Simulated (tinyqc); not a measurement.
The coupled modes against doping: free-carrier optics of a doped semiconductor (Drude model with one polar phonon).

eps(E) = ei [1 - Ep^2/(E^2 + i E Gam)] + (es - ei) wT^2/(wT^2 - E^2 - i E gT), with Ep^2 = 8 pi c (e^2/(4 pi eps0)) N/(m ei), c = hbar^2/2m0, N in 1/angstrom^3 (1e-24 per 1/cm^3); Gam = hbar/tau, tau = mu m m0/e with m0/e = 5.685630e-12 kg/C and mu in m^2/(V s). Energies in meV.

Constants: hbar^2/2m0 = 3.80998211 eV angstrom^2; e^2/(4 pi eps0) = 14.39964547 eV angstrom.

Inputs chosen for the exercise (mass and dielectric values near those of GaN; N and mu are free inputs; interband absorption and the rise of the mass with filling are left out; not measured data): m = 0.203 m0 (conductivity mass); ei = 5.28 (high-frequency dielectric constant); wT = 68.9 meV (TO phonon); es = 9.49 (static dielectric constant).

L-, L+ solve E^4 - (wL^2 + Ep^2) E^2 + Ep^2 wT^2 = 0, wL = wT sqrt(es/ei); damping left out; energies in meV.

Modes:
```
N (1/cm^3)      Ep     L-      L+  Ep sqrt(ei/es)
2.0e+17      16.04  11.88   93.00           11.96
7.0e+17      30.01  21.85   94.63           22.38
2.0e+18      50.72  35.18   99.34           37.83
4.0e+18      71.73  45.96  107.55           53.51
7.0e+18      94.89  54.09  120.88           70.78
3.0e+19     196.45  65.39  207.00          146.53
7.0e+19     300.08  67.42  306.65          223.83
2.0e+20     507.23  68.39  511.02          378.35
```

Give the missing row, N (1/cm^3) = 1.0e+19.

Computed row:
```
N (1/cm^3)      Ep     L-      L+  Ep sqrt(ei/es)
1.0e+19     113.42  58.24  134.18           84.60
```

wL = 92.37 meV

At low density L- follows Ep sqrt(ei/es) (11.88 against 11.96), a plasmon screened by the lattice, and L+ starts at wL. At the highest density L- has come within 0.51 meV of wT, since the carriers screen the field that lifts wL, and L+ is within 3.79 meV of Ep. The branches are closest, 61.59 meV, at 4e+18 1/cm^3 of those listed. The mass is held fixed, while in a real band it rises with filling.

Run: tinyqc, `OMP_NUM_THREADS=1 python tinyqc.py 1651616 1651617 out.jsonl`; Intel(R) Xeon(R) Processor @ 2.30GHz, one thread, shared host; about 0.01 s of CPU time with all checks.
